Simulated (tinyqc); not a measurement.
From results back to parameters: ellipsoidal valleys in the axes of a wafer and a channel. Three cases, with inputs chosen for the exercise.

Problem. A valley whose axis makes az^2 = 0.333333 with the surface normal has 1/mz = az^2/ml + (1 - az^2)/mt and mz md^2 = ml mt^2. Its confinement and density-of-states masses are given, and ml > mt.

Case 1.

mz, md (m0): 0.1184236  0.2938928

Case 2.

mz, md (m0): 0.1242049  0.3052676

Case 3.

mz, md (m0): 0.2499302  0.3456549

Find: ml mt^2; mt; ml.

Solution. Put ml = (mz md^2)/mt^2 into the first relation and solve for mt below (mz md^2)^(1/3), the value at which ml = mt; a scan of that range finds one root.

Case 1.

ml mt^2 = 0.010229
mt = 0.081 m0
ml = 1.559 m0

Case 2.

ml mt^2 = 0.011574
mt = 0.085 m0
ml = 1.602 m0

Case 3.

ml mt^2 = 0.029861
mt = 0.184 m0
ml = 0.882 m0

Computed by tinyqc, one run a case: `OMP_NUM_THREADS=1 python tinyqc.py N N+1 out.jsonl` with N = 1850999, 1851035, 1851061; one thread of a shared Intel(R) Xeon(R) Processor @ 2.30GHz, about 0.01 s a run at most.
